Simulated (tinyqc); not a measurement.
Comparisons within one model: six-band hole subbands of a thin body in a field. A value that a table varies takes the place of the one given here.

Basis X, Y, Z times spin, hole energies counted downwards from the unstrained edge (the hydrostatic shift is left out), c = hbar^2/2m0. For a symmetric tensor T let C(T) have C_XX = L Txx + M (Tyy + Tzz), C_XY = N Txy (cyclic), L = c (g1 + 4 g2), M = c (g1 - 2 g2), N = 6 c g3. k = q + kz n, n the unit normal, q = k1 u + k2 v with u along the channel [1-10] and v = n x u. H = C(k k^T) + (Dso/3)(1 - L.sigma) - B + e F z with (L_k)_ij = -i epsilon_kij; B is the block C built from the traceless strain with 2b, -b and sqrt(3) d in place of L, M, N. Strain: exx = eyy = (s11 + s12) sx/2, ezz = s12 sx, exy = -s44 sx/4. Hard walls at z = 0 and t; basis sin(j pi z/t), j = 1 to Nz: kz^2 = (j pi/t)^2, kz = -i D with D_jl = 4 j l/(t (j^2 - l^2)), z_jj = t/2 and z_jl = -8 t j l/(pi (j^2 - l^2))^2 for j + l odd; 1 MV/cm = 0.01 eV/angstrom.

Nz = 14. E1 is the top subband at q = 0, gap the distance to the next pair, and the masses are c q^2/(E(q) - E1) at |q| = 0.02 1/angstrom (mean of the spin pair) along the channel [1-10] and across it in the plane; a dash marks a band that does not rise.

Constants: hbar^2/2m0 = 3.80998211 eV angstrom^2.

Values chosen for the exercise (near those of a p-type Si channel; the results hold for these values, not for the real material): g1 = 4.29 (Luttinger gamma1); g2 = 0.34 (gamma2); g3 = 1.44 (gamma3); Dso = 0.043 eV (spin-orbit splitting); b = -2.07 eV (tetragonal potential); d = -4.77 eV (trigonal potential); S = (7.77, -2.16, 12.83) 1/TPa (compliances s11, s12, s44); face = 110 (surface); t = 90 angstrom (body thickness); F = 0 MV/cm (field across the body); sx = -1.5 GPa (stress along the channel [1-10], negative in compression).

## Stress along the channel

Each row has its own sx.

Results:

| sx (GPa) | E1 (meV) | gap (meV) | m channel | m across |
|---|---|---|---|---|
| -3.0 | -96.5 | 4.8 | 0.113 | 0.277 |
| -2.0 | -60.4 | 5.2 | 0.114 | 0.277 |
| -1.0 | -25.1 | 6.0 | 0.117 | 0.278 |
| -0.5 | -8.3 | 7.0 | 0.120 | 0.280 |
| 0.0 | 6.5 | 9.6 | 0.134 | 0.279 |
| 0.5 | 10.9 | 15.3 | 0.245 | 0.271 |
| 1.0 | 3.2 | 27.8 | 0.297 | 0.283 |

What does this show?

Under 2 GPa of compression the channel mass goes from 0.134 to 0.114 m0, the mass across from 0.279 to 0.277; the gap to the next subband is 5, 10 and 28 meV at -2, 0 and +1 GPa. The lightest channel mass of the table, 0.113 m0, is at -3.0 GPa.

## Surface orientation and number of bands

Three faces, six bands; and four bands, with Dso set to 1000 eV.

Results:

| case | E1 (meV) | gap (meV) | m channel | m across |
|---|---|---|---|---|
| (001) 6 bands | -28.0 | 50.6 | 0.141 | 2.153 |
| (001) 4 bands | -9.6 | 53.0 | 0.177 | 0.560 |
| (110) 6 bands | -42.6 | 5.5 | 0.115 | 0.278 |
| (110) 4 bands | -17.3 | 27.1 | 0.149 | 0.291 |
| (111) 6 bands | -37.8 | 20.2 | 0.123 | 0.946 |
| (111) 4 bands | -16.1 | 24.8 | 0.159 | 0.273 |

How do the results move?

With six bands the top subband is shallowest on (110) (-42.6 meV) and deepest on (001). Without the stress E1 would be 16.8, 6.5 and 6.5 meV, so the stress moves it by -44.7, -49.2 and -44.4 meV. The lightest channel mass is on (110) (0.115 m0). Dropping the split-off band moves E1 by 18.4, 25.3 and 21.7 meV and the gap by 2.4, 21.6 and 4.6 meV on the three faces, with Dso = 43 meV.

## What each parameter does

Six bands. Each row changes one parameter from the base and keeps the others.

Results:

| case | E1 (meV) | gap (meV) | m channel (m0) | m across (m0) |
|---|---|---|---|---|
| base | -42.6 | 5.5 | 0.115 | 0.278 |
| t = 100 angstrom | -43.0 | 4.6 | 0.115 | 0.277 |
| F = 0.3 MV/cm | 9.1 | 38.5 | 0.114 | 0.277 |
| sx = -2 GPa | -60.4 | 5.2 | 0.114 | 0.277 |
| g3 = 1.34 | -41.3 | 9.6 | 0.119 | 0.277 |
| g2 = 0.39 | -42.4 | 6.2 | 0.115 | 0.285 |
| Dso = 0.065 eV | -38.9 | 6.6 | 0.117 | 0.278 |
| d = -3.82 eV | -35.0 | 5.7 | 0.116 | 0.278 |

What does this show?

The largest shifts from the base row, up to three for each result and ties (the steps differ in size, so this ranks the rows, not the parameters). E1 (meV): F +51.8, sx -17.8, d +7.6. gap (meV): F +33.1, g3 +4.1, Dso +1.1. m channel (m0): g3 +0.004, Dso +0.002, sx -0.001, d +0.001, F -0.001; unchanged at the printed digits by t and g2. m across (m0): g2 +0.008, sx -0.000, g3 -0.000, F -0.000, t -0.000; unchanged at the printed digits by Dso and d.

Computed by tinyqc, a small Python program: `OMP_NUM_THREADS=1 python tinyqc.py 1280060 1280061 out.jsonl` (the numbers bound the seed that draws the inputs); one thread of a shared host (Intel(R) Xeon(R) Processor @ 2.30GHz), about 0.5 s for the whole set of steps.
